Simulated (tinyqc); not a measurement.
Estimate of lattice thermal conductivity from elastic moduli (Slack, Klemens and Cahill formulas). Changing the shear modulus G. Computed by tinyqc, a small Python program. Command: `OMP_NUM_THREADS=1 python tinyqc.py 3030997 3030998 out.jsonl slack sweep`. One thread of a shared host (Intel(R) Xeon(R) Processor @ 2.30GHz), about 0.01 s of CPU time with the checks.

An isotropic solid.

Inputs (values chosen for the exercise, for a model crystal):

| quantity | value | unit |
|---|---|---|
| bulk modulus B | 148 | GPa |
| volume per atom V | 13 | angstrom^3 |
| mean atomic mass M | 162 | u |
| atoms per primitive cell n | 2 | - |
| temperature T | 300 | K |
| disorder parameter Gamma | 0.012 | - |
| grain size d | 240 | nm |

Grueneisen parameter: from the Poisson ratio.

Constants: u = 1.6605390666e-27 kg; hbar = 1.054571817e-34 J s; k_B = 1.380649e-23 J/K; h = 6.62607015e-34 J s.

Method:
- rho = M/V; vL = sqrt((B + 4G/3)/rho), vT = sqrt(G/rho); v_m = [(vL^-3 + 2 vT^-3)/3]^(-1/3); Poisson ratio sigma = (3B - 2G)/(6B + 2G); Theta = hbar v_m (6 pi^2/V)^(1/3)/k_B.
- Empirical rule gamma = (3/2) (1 + sigma)/(2 - 3 sigma).
- Slack, an estimate for T near or above Theta_a: kappa = A M Theta_a^3 delta n^(1/3)/(gamma^2 T) in W/(m K), with M in u, delta = V^(1/3) in angstrom, Theta_a = Theta n^(-1/3) and A = 2.43e-6/(1 - 0.514/gamma + 0.228/gamma^2).
- High-temperature forms with the classical heat capacity. Klemens: kappa/kappa_0 = arctan(u)/u, u^2 = pi^2 Theta V Gamma kappa_0/(h v_m^2). Grains: 1/kappa_poly = 1/kappa + 1/(C v_m d/3), C = 3 k_B/(n V), the acoustic branches alone.
- Cahill minimum: kappa_min = (pi/6)^(1/3) k_B V^(-2/3) sum over L, T, T of v (T/Theta_i)^2 int_0^(Theta_i/T) x^3 e^x/(e^x - 1)^2 dx, Theta_i = Theta v_i/v_m (64 Gauss-Legendre points).
- Its high-temperature limit is (1/2) (pi/6)^(1/3) k_B V^(-2/3) (vL + 2 vT).

One run for each value:

| shear modulus G (GPa) | Poisson ratio sigma | Debye temperature Theta (K) | kappa of the perfect crystal (W/(m K)) | Grueneisen parameter gamma | kappa_min (W/(m K)) |
|---|---|---|---|---|---|
| 22.2 | 0.4286 | 149.0 | 0.8 | 3.000 | 0.4838 |
| 44.4 | 0.3636 | 208.9 | 4.3 | 2.250 | 0.5863 |
| 66.6 | 0.3043 | 253.9 | 12.5 | 1.800 | 0.6660 |
| 88.8 | 0.2500 | 291.2 | 28.1 | 1.500 | 0.7331 |
| 111.0 | 0.2000 | 323.7 | 54.1 | 1.286 | 0.7916 |
| 133.0 | 0.1542 | 352.7 | 93.0 | 1.126 | 0.8433 |
| 155.0 | 0.1119 | 379.2 | 147.9 | 1.002 | 0.8901 |
| 178.0 | 0.0707 | 404.9 | 225.1 | 0.898 | 0.9348 |

What does the table show, and why?

Over the rows, Poisson ratio sigma falls from 0.429 to 0.0707 (exponent d ln y / d ln x -0.24 between the first rows and -3.3 between the last); Debye temperature Theta (K) rises from 149 to 405 (exponent d ln y / d ln x about 0.48 throughout); kappa of the perfect crystal (W/(m K)) rises from 0.837 to 225 (exponent d ln y / d ln x 2.4 between the first rows and 3.0 between the last). The two transverse branches rule v_m, so Theta follows sqrt(G) closely and the Slack value about G^(3/2); a stiffer shear response also lowers the Poisson ratio and with it gamma, which adds to the rise.

Caution (rows 155, 178): T lies below Theta_a, where umklapp processes begin to freeze out and the Slack formula can fall short.

Extremes, crossings and ranges named in words are read from the listed rows.
